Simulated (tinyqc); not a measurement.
Donor binding, ionisation and the Mott limit: ionisation against doping.

Hydrogenic donor: Ry = (m0 q^3/(8 eps0^2 h^2)) me/eps_r^2 in eV, E0 = cc Ry, radius a = q/(8 pi eps0 eps_r E0), Mott density Nm = (0.26/a)^3. Below Nm the level sinks as Ed = E0 [1 - (N/Nm)^(1/3)]. Neutrality: Nc F12(eta) = N/(1 + 2 exp(eta + Ed/kB T)), F12(x) = (2/sqrt(pi)) int_0^infinity sqrt(u)/(1 + exp(u - x)) du.

The neutrality equation is solved with F12 in each row.

Parameters, values chosen for the exercise; band and dielectric values close to those of silicon:
- T = 200 K (temperature)
- eps_r = 11.8 (relative permittivity)
- me = 0.255 m0 (mass in the hydrogenic formula, set independently of Nc)
- Nc = 1.51e19 cm^-3 (conduction-band density of states at 200 K)
- cc = 1.1 (ratio of the true binding energy to the hydrogenic one)

Constants: q = 1.602176634e-19 C, kB = 1.380649e-23 J/K, eps0 = 8.8541878128e-12 F/m, h = 6.62607015e-34 J s, m0 = 9.1093837015e-31 kg, Vt = kB T/q. Results are converted to the units shown.

Results:
```
N (cm^-3)      N/Nm  Ed (meV)  ionised (%)  ionised with Ed = E0 (%)
9.5e14     5.963e-4     25.10        99.95                     99.94
7.3e15     0.004582     22.86        99.64                     99.53
2e16        0.01255     21.04        99.12                     98.73
5.6e16      0.03515     18.43        97.93                     96.60
1.6e17       0.1004     14.67        95.46                     91.30
4.3e17       0.2699     9.696        91.54                     81.36
1.2e18       0.7532     2.471        86.08                     65.71
```

Estimate the missing row, N = 2.6e15 cm^-3.

Computed row:
```
N (cm^-3)      N/Nm  Ed (meV)  ionised (%)  ionised with Ed = E0 (%)
2.6e15     0.001632     24.18        99.86                     99.83
```

With this row back in the table: The ionised share falls from 99.9 to 86.1 %, against 99.9 to 65.7 % for a fixed level: a higher density raises EF against the level, which fills more donors, while the sinking Ed works the other way.

Range of the model: A sharp level with degeneracy 2 overstates freeze-out near Nm, where the impurity band broadens and merges with the conduction band.

tinyqc, about 0.01 s, one thread, Intel Xeon 2.30GHz (shared host): `OMP_NUM_THREADS=1 python tinyqc.py 2330125 2330126 out.jsonl`
